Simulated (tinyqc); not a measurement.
Worked calculation: one-electron ion in a basis of Gaussians. One step of it, computed by the program tinyqc.

Question. Generalised eigenproblem. Solve H C = S C e through S^(-1/2); each column has its largest component positive (the first on a tie).

H = T + V (hartree):
```
,1,2,3,4,5
1,-0.700685,-0.615829,-0.309465,-0.119358,-0.041813
2,-0.615829,-1.012276,-0.892753,-0.538606,-0.229575
3,-0.309465,-0.892753,-0.150430,-0.152097,-0.656263
4,-0.119358,-0.538606,-0.152097,8.236936,7.139139
5,-0.041813,-0.229575,-0.656263,7.139139,54.453999
```

S:
```
,1,2,3,4,5
1,1.000000,0.536077,0.125520,0.021999,0.003576
2,0.536077,1.000000,0.536014,0.125532,0.022000
3,0.125520,0.536014,1.000000,0.536112,0.125555
4,0.021999,0.125532,0.536112,1.000000,0.536083
5,0.003576,0.022000,0.125555,0.536083,1.000000
```

Give: eigenvalues of S; eigenvalues; coefficients.

Answer.

eigenvalues of S: 0.2042  0.4178  0.8339  1.4531  2.0910

eigenvalues (hartree): -1.1200  -0.4926  0.9977  12.3180  72.1706

coefficients:
```
,1,2,3,4,5
1,0.1325,1.1298,0.4319,-0.1089,0.0358
2,0.7686,-0.5410,-1.0793,0.3519,-0.1162
3,0.2468,-0.1753,1.1649,-0.8673,0.3111
4,0.0202,-0.0119,0.0099,1.2588,-0.7750
5,0.0024,-0.0016,0.0111,-0.0574,1.2208
```

For Z = 3 and l = 1 the exact lowest level is -Z^2/(2 n^2) with n = l + 1: -1.125000 hartree.
